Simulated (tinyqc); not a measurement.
Inductance and parasitic capacitance from two readings.

Inverse problem. A loss-free coil L in parallel with C shows the apparent inductance L/(1 - w^2 L C), w = 2 pi f. Find L, C and the self-resonance 1/(2 pi sqrt(L C)).

apparent inductance at 4.2 and 6.3 GHz (nH): 2.2624872  3.8582237

Answer. The inverse of the reading is 1/L - w^2 C, a straight line in w^2.

L = 1.70 nH
C = 210 fF
self-resonance = 8.42 GHz

Computed by the program tinyqc: `OMP_NUM_THREADS=1 python tinyqc.py 2302189 2302190 out.jsonl`, one thread of a shared Intel Xeon 2.30GHz, about 0.01 s for the whole run.
